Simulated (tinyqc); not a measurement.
From results back to parameters: delta-doped layer in the Thomas-Fermi potential. Three cases, with inputs chosen for the exercise.

Problem. The depth of the well was computed from a hidden sheet density.

All donors ionised in the plane z = 0, zero temperature, energies from the Fermi level EF of the Thomas-Fermi model, which lies at the bulk band edge; c = hbar^2/2m0, q = e^2/(4 pi eps0). Layer in a (001) plane: two valleys with m_z = ml, m_d = mt (unprimed) and four with m_z = mt, m_d = sqrt(ml mt) (primed); m3 = (ml mt^2)^(1/3), gv = 6. With n = (gv/3 pi^2)(m3 (-V)/c)^(3/2) and V'' = -(4 pi q/eps) n for z > 0, the solution is V = -b/(|z| + z0)^4 with sqrt(b) = 20/K, K = (4 pi q/eps)(gv/3 pi^2)(m3/c)^(3/2), and z0^5 = 4b/(e F0), e F0 = 2 pi q N/eps; 1e13/cm^2 = 1e-3/angstrom^2. Exchange and correlation are left out.

Constants: hbar^2/2m0 = 3.80998211 eV angstrom^2; e^2/(4 pi eps0) = 14.39964547 eV angstrom.

Case 1.

Values chosen (out of a larger set: near those of a delta-doped layer in Si; not measured data): ml = 0.922 m0 (longitudinal mass); mt = 0.187 m0 (transverse mass); eps = 11.9 (dielectric constant).

depth = 0.150183 eV

Case 2.

Values chosen (out of a larger set: near those of a delta-doped layer in Si; not measured data): ml = 0.908 m0 (longitudinal mass); mt = 0.184 m0 (transverse mass); eps = 11.5 (dielectric constant).

depth = 0.496773 eV

Case 3.

Values chosen (out of a larger set: near those of a delta-doped layer in Si; not measured data): ml = 0.91 m0 (longitudinal mass); mt = 0.195 m0 (transverse mass); eps = 11.6 (dielectric constant).

depth = 0.542118 eV

Find: b; z0; N.

Solution. b does not depend on N; z0 = (b/depth)^(1/4), e F0 = 4b/z0^5 and N = eps e F0/(2 pi q).

Case 1.

b = 7.226e+04 eV angstrom^4
z0 = 26.34 angstrom
N = 3.00 x 1e13/cm^2

Case 2.

b = 7.078e+04 eV angstrom^4
z0 = 19.43 angstrom
N = 13.0 x 1e13/cm^2

Case 3.

b = 6.398e+04 eV angstrom^4
z0 = 18.53 angstrom
N = 15.0 x 1e13/cm^2

Computed by tinyqc, one run a case: `OMP_NUM_THREADS=1 python tinyqc.py N N+1 out.jsonl` with N = 1250907, 1250990, 1251007; one thread of a shared Intel(R) Xeon(R) Processor @ 2.30GHz, about 0.2 s a run at most.
